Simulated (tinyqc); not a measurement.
From time to the target back to pump speed S: gas flow in a process chamber: flow regimes, conductance, effective pumping speed, pump-down, outgassing and purge. Computed by tinyqc, a small Python program. Command: `OMP_NUM_THREADS=1 python tinyqc.py 3121407 3121408 out.jsonl pump inv`. One thread of a shared host (Intel(R) Xeon(R) Processor @ 2.30GHz), about 0.01 s of CPU time with the checks.

Ideal gas, isothermal flow, a pump of constant speed at the end of a round pipe; process gas, volume gas and outgassing are given the same properties. 1 sccm = 101325 Pa x 1e-6 m^3/60 s x T/273.15 K.

Inputs (values chosen for the exercise, modelled on hydrogen near room temperature):
```
quantity                     value            unit
molar mass M                 2.016           g/mol
molecular diameter            0.27              nm
temperature T                  300               K
chamber volume V                28               L
wall area                     0.36             m^2
pipe diameter d                 16              cm
pipe length l                  180              cm
outgassing rate after 1 h  1.2e-06  Pa m^3/(s m^2)
outgassing exponent n         0.83               -
target base pressure         8e-06              Pa
```

Constants: k_B = 1.380649e-23 J/K; u = 1.6605390666e-27 kg.

Method:
- Mean speed c = sqrt(8 k_B T/(pi m)); aperture conductance C_a = c pi d^2/16; molecular pipe C_m = C_a/(1 + 3 l/(4 d)) (Dushman form); viscous pipe C_v = pi d^4 p_mean/(128 eta l); Knudsen interpolation C = C_v + C_m (1 + x)/(1 + 1.24 x), x = d p_mean sqrt(m/(k_B T))/eta.
- Effective speed 1/S_eff = 1/S + 1/C_m; time constant V/S_eff; pressure at which the free path k_B T/(sqrt2 pi d_m^2 p) equals d.
- From the outgassing limit: t = 1 h x (q_1 A/(S_eff p_target))^(1/n) - 10 s; monolayer time at the target = 1e19 m^-2 x 4 k_B T/(p c) for unit sticking.

Task: A run gave the result below. Find the pump speed S, known to lie between 310 and 840 L/s.

time to the target = 0.128439 h

Result:

Each step takes the trial c = (a f_b - b f_a)/(f_b - f_a), f being the result less the target and a, b, c the logarithms of the listed values; c replaces end b, the old b replaces a if the sign of f changed, and otherwise f_a is halved.

Scan of the range:
```
pump speed S (L/s)  time to the target (h)
310                               0.168608
366                               0.145105
432                               0.125710
510                               0.109639
603                               0.096213
711                               0.085260
840                               0.076048
```

False position (Illinois rule, in the logarithm of the input) inside the bracket:
```
step    end a    end b    trial  time to the target (h)
1     366.000  432.000  422.038                0.128222
2     366.000  422.038  420.514                0.128617
3     422.038  420.514  421.201                0.128439
4     420.514  421.201  421.200                0.128439
5     420.514  421.200  421.200                0.128439
6     421.200  421.200  421.200                0.128439
```

Time to the target falls at every point of a 13-point scan of the range (every second point is shown), so one value fits; it is bracketed by 366 and 432. Answer: pump speed S = 421.2 L/s.
